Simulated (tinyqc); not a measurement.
Longitudinal sound in a periodic multilayer: transfer matrices, stop bands and folded phonons: one step, computed by the program tinyqc.

Layers 1 and 2 repeat with period d = d_1 + d_2; waves travel normal to the layers, without loss. State vector (u, s): displacement u and stress divided by omega. Impedances Z = rho v are in 1e6 kg/(m^2 s).

Problem. Transmission through N periods. A layer maps (u, s) by [[cos p, sin p/Z], [-Z sin p, cos p]], p = 2 pi f d_i/v_i; one period is M = M_2 M_1, and cos(q d) = trace(M)/2. For N periods A = M^N. A wave comes from a thick layer of material 1 and leaves into the substrate (Z_s): transmitted power T = 4 Z_1 Z_s/|Z_1 A_22 + Z_s A_11 - i (Z_1 Z_s A_12 - A_21)|^2, reflected power R = 1 - T.

Inputs (values chosen for the exercise, modelled on copper (layer 1), tantalum (layer 2) and gallium arsenide (substrate)): velocity v_1 = 4750 m/s; thickness d_1 = 188 nm; velocity v_2 = 4100 m/s; thickness d_2 = 164 nm; periods N = 8; frequency f = 10.4 GHz.

M:
$$\begin{pmatrix}
0.5663116 & -0.01677557 \\
49.01060 & 0.3139960
\end{pmatrix}$$

Z_2 = 68.47

Z_1 = 43.2725

Z of the substrate = 25.44

Give: A = M^N; transmitted power T; T in decibel.

Solution.

A = M^N:
$$\begin{pmatrix}
-0.8075 & -0.009032 \\
26.39 & -0.9433
\end{pmatrix}$$

transmitted power T = 0.8660

T in decibel = -0.6250 dB
